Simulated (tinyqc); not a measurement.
# Gate sheet resistance from two finger widths

Question. At low frequency R = Rsh Wf/(3 L) + B/Wf, where B collects the channel and vertical terms. Find Rsh, B and the width of lowest R.

Inputs (values chosen for the exercise):
- L = 0.22 um (channel length)

input resistance of single fingers, contacted at one end, of width 1.3 and 5.7 um (ohm): 400.76690  158.53748

Answer. R Wf is a straight line in Wf^2; the minimum of R lies where both terms are equal.

Rsh = 8.200 ohm/square
B = 500.0 ohm um
width of lowest R = 6.344 um

Computed by the program tinyqc: `OMP_NUM_THREADS=1 python tinyqc.py 2262131 2262132 out.jsonl`, one thread of a shared Intel Xeon 2.30GHz, about 0.01 s for the whole run.
